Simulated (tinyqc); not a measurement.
Swing curve: thickness of the top film: thin-film optics by transfer matrices.

Indices N = n + i k. Snell: N0 sin(theta) = N_j sin(theta_j), with Im(N_j cos theta_j) >= 0. Admittance y_j = N_j cos theta_j for s and N_j/cos theta_j for p. Phase delta_j = 2 pi N_j cos theta_j d_j/lambda. Layer matrix [[cos delta, -i sin delta/y], [-i y sin delta, cos delta]], multiplied from the top down to M. (B, C) = M (1, y_sub); r = (y0 B - C)/(y0 B + C), R = |r|^2, T = 4 Re y0 Re y_sub/|y0 B + C|^2, absorbed in the films 1 - R - T.

Inputs chosen for the exercise (indices near those of resist, ARC on Si; not measured data):

| symbol | value | unit | meaning |
|---|---|---|---|
| lam | 633 | nm | vacuum wavelength |
| n0 | 1 |  | ambient index |
| n | (1.629, 1.619, 3.898) |  | n of resist, ARC, substrate |
| k | (0, 0.02, 0.019) |  | k in the same order |
| d | (393, 27) | nm | thicknesses, top first |
| theta | 75 | degrees | angle of incidence |
| pol | p |  | polarisation |

The first entry of d takes the values listed.

Stack:

| d_1 (nm) | R | T | absorbed |
|---|---|---|---|
| 393.0 | 0.2129 | 0.7762 | 0.0110 |
| 433.2 | 0.0406 | 0.9461 | 0.0133 |
| 473.4 | 0.0267 | 0.9597 | 0.0135 |
| 513.6 | 0.1941 | 0.7947 | 0.0112 |
| 553.9 | 0.3195 | 0.6711 | 0.0095 |
| 594.1 | 0.3261 | 0.6645 | 0.0094 |
| 634.3 | 0.2128 | 0.7762 | 0.0110 |
| 674.5 | 0.0405 | 0.9461 | 0.0133 |
| 714.7 | 0.0268 | 0.9597 | 0.0135 |
| 754.9 | 0.1941 | 0.7947 | 0.0112 |
| 795.1 | 0.3193 | 0.6712 | 0.0095 |
| 835.4 | 0.3261 | 0.6645 | 0.0094 |
| 875.6 | 0.2128 | 0.7763 | 0.0110 |

R swings between 0.0267 and 0.3261 on these points. The period is lambda/(2 Re(N_1 cos theta_1)) = 241.3 nm, six rows. The film does not absorb, so the swing repeats exactly. The swing ratio (max - min)/mean is 1.59.

Run: tinyqc, `OMP_NUM_THREADS=1 python tinyqc.py 1682451 1682452 out.jsonl`; Intel(R) Xeon(R) Processor @ 2.30GHz, one thread, shared host; about 0.01 s of CPU time with all checks.
